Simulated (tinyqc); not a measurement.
Inversion-layer mobility, back-scattering and ballistic limit of a field-effect transistor: one step, computed by the program tinyqc. Command: `OMP_NUM_THREADS=1 python tinyqc.py 3020736 3020737 out.jsonl mos walk`. One thread of a shared host (Intel(R) Xeon(R) Processor @ 2.30GHz), about 0.01 s of CPU time with the checks.

The charge at the top of the source barrier is fixed by the gate; series resistance and short-channel effects are left out. F_j are Fermi integrals normalised to exp(eta) in the classical limit.

Task: Ballistic limit. F_j(eta) = (1/Gamma(j + 1)) int_0^infinity x^j/(1 + exp(x - eta)) dx, F_0 = ln(1 + exp(eta)). Integrals over x = E/(k_B T) use 160 Gauss-Legendre points in u = sqrt(x) from 0 to sqrt(max(eta, 0) + 32). Ballistic channel: N_2D = g_v m k_B T/(pi hbar^2), U = e V_D/(k_B T); eta_F solves N_inv = (N_2D/2)[F_0(eta_F) + F_0(eta_F - U)]; v_T = sqrt(2 k_B T/(pi m)); I/W = e (N_2D/2) v_T [F_1/2(eta_F) - F_1/2(eta_F - U)]; injection velocity v_T F_1/2(eta_F)/F_0(eta_F).

Inputs (values chosen for the exercise, modelled on a strained silicon n-channel):
```
quantity,value,unit
transport mass m,0.2,m_0
valley degeneracy g_v,2,-
drain voltage V_D,0.68,V
temperature T,300,K
```

Statistics at the top of the barrier: Fermi-Dirac.

inversion density N_inv = 1.329087e+13 1/cm^2

Constants: m_0 = 9.1093837015e-31 kg; k_B = 1.380649e-23 J/K; hbar = 1.054571817e-34 J s; k_B = 8.617333262e-05 eV/K; e = 1.602176634e-19 C.

Give: N_2D; eta_F; thermal velocity v_T; injection velocity; ballistic current I/W.

Result:

N_2D = 4.320e+12 1/cm^2

eta_F = 6.152

thermal velocity v_T = 1.203 1e7 cm/s

injection velocity = 2.319 1e7 cm/s

ballistic current I/W = 4938 microampere/micrometre

Degeneracy raises the injection velocity by a factor 1.93. Caution: the Fermi level lies so high that further subbands and non-parabolicity matter.
